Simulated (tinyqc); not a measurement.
# MOS inversion layer, Poisson-Schroedinger loop: effect of the extra shift of set B (strain)

Electrons confined at an insulator interface at z = 0, treated as a hard wall; parabolic valleys, Hartree approximation, no image or exchange terms. The depletion charge lies far deeper than the electrons and gives a uniform field q Nd/(eps0 eps_r); the gate balances all charge. Energies are counted from the band edge at the interface.

Schroedinger equation -(C/mz) psi'' + (V0 + U + dE for set B) psi = E psi, C = hbar^2/(2 m0), psi(0) = 0, on a uniform mesh of 800 nodes with a far wall at 46 nm, 8 levels a set; V0 = q Nd z/(eps0 eps_r); dU/dz = q (Ns - integral of n from 0 to z)/(eps0 eps_r), U(0) = 0; N_k = g md m0 q Vt/(pi hbar^2) ln(1 + exp((EF - E_k)/Vt)), g the number of valleys of the set, sum N_k = Ns. Triangular well: E_k = a_k (C F^2/mz)^(1/3), a_1 = 2.338107, a_2 = 4.087949, C = hbar^2/(2 m0), F in eV/nm. Fang-Howard (all electrons in the lowest level of set A): b^3 = 6 (mz1/C) q (Nd + 11 Ns/32)/(eps0 eps_r), centroid 3/b, level C b^2/(4 mz1) + (3/b) q (Nd + 11 Ns/16)/(eps0 eps_r). The centroid adds 3.9 z_av/eps_r to an oxide-equivalent thickness.

Parameters, values chosen for the exercise; masses and permittivity close to those of germanium (111):
```
symbol   value   unit                                     meaning
T           77      K                                 temperature
eps_r     16.2                              relative permittivity
mz1       1.61     m0  mass along z of valley set A (1 valley(s))
md1     0.0813     m0    in-plane density-of-states mass of set A
mz2     0.0918     m0  mass along z of valley set B (3 valley(s))
md2      0.337     m0    in-plane density-of-states mass of set B
Ns      3.6e12  cm^-2                  sheet density of electrons
Nd      1.1e11  cm^-2           sheet density of depletion charge
```

Constants: q = 1.602176634e-19 C, kB = 1.380649e-23 J/K, hbar = 1.054571817e-34 J s, m0 = 9.1093837015e-31 kg, Vt = kB T/q, eps0 = 8.8541878128e-14 F/cm where lengths are in cm, hbar^2/(2 m0) = 0.0380998212 eV nm^2. Results are converted to the units shown.

The same in every row: Fang-Howard centroid (nm) = 1.92.

Effect of the extra shift of set B (strain):
```
dE (eV)  A1 (meV)  B1 (meV)  EF (meV)  share of A1 (%)  share of set A (%)  centroid z_av (nm)  added oxide equivalent (nm)
-0.05        75.7       107       109             31.7                32.9                4.10                        0.986
-0.02        73.8       124       122             45.6                56.3                3.64                        0.876
0.01         72.3       142       130             54.8                87.2                3.17                        0.763
0.04         72.0       169       132             57.0                99.7                3.06                        0.737
0.07         71.9       199       132             57.0                 100                3.06                        0.737
0.1          71.9       229       132             57.0                 100                3.06                        0.737
0.13         71.9       259       132             57.0                 100                3.06                        0.737
0.16         71.9       289       132             57.0                 100                3.06                        0.737
```

As dE goes from -0.05 to 0.16, A1 falls from 75.7 to 71.9 meV, the share of A1 rises from 31.7 to 57.0 % and the centroid falls from 4.10 to 3.06 nm. The Fang-Howard centroid is 53 % below the full one in the first row, where A1 holds 31.7 %, and 37 % below it in the last, where A1 holds 57.0 %.

Program tinyqc, `OMP_NUM_THREADS=1 python tinyqc.py 2160069 2160070 out.jsonl`; Intel Xeon 2.30GHz, shared host, one thread, about 1 s.
